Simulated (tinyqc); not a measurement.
Worked calculation: donors with valley-orbit split 1s states. Values are carried at full precision from step to step, so a last printed digit may differ when a step is redone from the rounded ones.

Each donor binds at most one electron, in any of its states. For a site s, W_s = sum over its states of g exp(E/kT), and the ionised share is 1/(1 + W_s exp(eta)), eta = (EF - Ec)/kT; n = Nc F_1/2(eta); neutrality n + NA = ND x (mean ionised share); holes are neglected. Nc from N = 2 (m kB T/(4 pi c))^(3/2) with c = hbar^2/2m0, in 1/angstrom^3; times 1e24 for 1/cm^3, m = md. F_j(eta) = (1/Gamma(j + 1)) integral_0^infinity x^j dx/(1 + exp(x - eta)), which tends to exp(eta) for eta << 0.

Constants: hbar^2/2m0 = 3.80998211 eV angstrom^2; kB = 8.617333262e-05 eV/K.

Parameters, chosen for this exercise (near those of P in Si; shifted at random, so the results belong to these values and not to a real crystal): md = 1.086 m0 (density-of-states mass of the conduction band); E = (46.9, 35.1, 34.1) meV (binding energies of 1s(A1), 1s(T2), 1s(E)); g = (2, 6, 4) (their degeneracies with spin); T = 350 K; ND = 1.9e+15 1/cm^3 (donors); NA = 1.2e+14 1/cm^3 (compensating acceptors, all ionised); mu0 = 64 cm^2/(V s) (mobility at heavy doping); mu1 = 1411 cm^2/(V s) (mobility at light doping and 300 K); Nr = 8.9e+16 1/cm^3 (reference doping); de = 0.72 (doping exponent); ga = 2.3 (temperature exponent).

## Partition sums of the neutral donor

Give each term g exp(E/kT), W_s, and the effective degeneracy W_s exp(-E_ground/kT).

Nc = 3.5788e+19 1/cm^3

terms: 1s(A1) 9.470, 1s(T2) 19.21, 1s(E) 12.39

W_s: donor 41.072

effective degeneracy: donor 8.674

The ground state alone would give 2 and all states together 12; here the excited states hold 77 % of the bound electrons.

## Neutrality

Solve for eta.

eta = -9.911
n = 1.78e+15 1/cm^3

ionised share: donor 0.998

n is 0.998 of ND - NA.

## Mobility and resistivity

Mobility (Caughey-Thomas form): mu = mu0 + (mu1 (T/300)^(-ga) - mu0)/(1 + ((ND + NA)/Nr)^de); rho = 1/(e n mu), e = 1.602176634e-19 C.

Compare with full ionisation, n = ND - NA.

mu = 932.9 cm^2/(V s)
rho = 3.77 ohm cm
rho at full ionisation = 3.76 ohm cm

Incomplete ionisation raises rho by a factor 1.

## Checks

- n at ND = 1e13 1/cm^3 against the root of n^2 = (Nc/W)(ND - n) (1/cm^3): both 1.000e+13.

Computed by tinyqc, a small Python program: `OMP_NUM_THREADS=1 python tinyqc.py 1650416 1650417 out.jsonl` (the numbers bound the seed that draws the inputs); one thread of a shared host (Intel(R) Xeon(R) Processor @ 2.30GHz), about 0.01 s for the whole set of steps.
